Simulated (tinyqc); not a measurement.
# Trap density from one capacitance

Question. Traps spread evenly through the insulator exchange electrons with the semiconductor by tunnelling, with tau(x) = t0 exp(2 ka x) at depth x from the interface. The admittance per area Y seen at depth x obeys dY/dx = -Y^2/(i w eps0 eox) + q Nb ln(1 + i w tau)/tau, with Y(0) = i w Cs and w = 2 pi f; the gate sees Y(tox) = G + i w C. Working variable y = Y/(i w), in uF/cm^2. Cox = eps0 eox/tox. Find Nb and G/w.

Parameters, values chosen for the exercise: relative permittivity of the insulator eox = 3.82; insulator thickness tox = 6.4 nm; semiconductor capacitance in accumulation Cs = 2.6 uF/cm^2; decay constant of the wave function in the insulator ka = 4.7 1/nm; time constant of a trap at the interface t0 = 2e-11 s; frequency f = 100 Hz.

Constants: q = 1.602176634e-19 C, eps0 = 8.8541878128e-14 F/cm where lengths are in cm. Results are converted to the units shown.

C = 0.54867966 uF/cm^2

Answer. C rises steadily with Nb, so one density matches; in practice ka and t0 must come from the frequency dependence.

Nb = 5.80e19 cm^-3 eV^-1
G/w = 0.0136 uF/cm^2

tinyqc, about 0.6 s, one thread, Intel Xeon 2.30GHz (shared host): `OMP_NUM_THREADS=1 python tinyqc.py 2202231 2202232 out.jsonl`
